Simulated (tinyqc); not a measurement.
Inside a calculation. Model: small-signal admittance of a forward-biased p+-n diode.

Computed by the program tinyqc: `OMP_NUM_THREADS=1 python tinyqc.py 2890162 2890163 out.jsonl`, one thread of a shared Intel Xeon 2.30GHz, about 0.01 s for the whole run. Printed values are rounded.

Holes injected into a neutral base of width wb with an ohmic contact at its end; low injection, p0 far above the equilibrium density. A small voltage v exp(i w t), w = 2 pi f, modulates the edge density by p0 v/Vt, and the small-signal density obeys Dp d2p/dx2 = (1/tau + i w) p.

Parameters, values chosen for the exercise; permittivity close to that of silicon:
- T = 300 K (temperature)
- eps_r = 11.7 (relative permittivity)
- Nd = 1.1e17 cm^-3 (donor density of the base)
- Dp = 6.1 cm^2/s (hole diffusion coefficient)
- tau = 7e-8 s (hole lifetime)
- wb = 21 um (width of the neutral base)
- p0 = 1.3e15 cm^-3 (excess hole density at the junction edge)
- Na = 4e19 cm^-3 (acceptor density of the p+ side)
- f = 1.4e5 Hz (signal frequency)

Constants: q = 1.602176634e-19 C, kB = 1.380649e-23 J/K, Vt = kB T/q, eps0 = 8.8541878128e-14 F/cm where lengths are in cm. Results are converted to the units shown.

## Closed-form admittance

L = sqrt(Dp tau); direct current J = (q Dp p0/L) coth(wb/L); k = sqrt(1 + i w tau)/L; diffusion admittance Y = (q Dp p0/Vt) k coth(k wb) = G + i w C_diff; junction capacitance C_j = sqrt(q eps0 eps_r Nd/(2 Vr)) in the depletion approximation, with the remaining barrier Vr = Vt ln(Na/p0), a rough value under forward bias; base-width modulation is left out.

L = 6.534524 um
J = 1.950625 A/cm^2
k wb = 3.215221+0.098895i
Y = 75.48524+2.27395i S/cm^2
C_diff = 2.585077 uF/cm^2
C_j = 0.1848489 uF/cm^2

G is 1.00 times its low-frequency value J/Vt, and C_diff is 14.0 times C_j.

## The same by finite differences

8 equal intervals, h = wb/8; u = small-signal density over its edge value, u_0 = 1, u_8 = 0; u_(i-1) + b u_i + u_(i+1) = 0 with b = -2 - h^2 (1/tau + i w)/Dp; Y = (q Dp p0/(Vt h)) (-b/2 - u_1), which includes the half box at the edge.

b = -2.161373-0.009937i
u, node 1 to 7: [0.6694083-0.0079067i, 0.4469195-0.0104377i, 0.2966552-0.0102123i, 0.1943645-0.0086870i, 0.1235252-0.0066323i, 0.0726855-0.0044205i, 0.0336192-0.0021998i]
Y on the mesh = 77.00090+2.41050i S/cm^2

Against the closed form the real part is 2.0 % above it and the imaginary part 6.0 % above it; |k h| = 0.40.
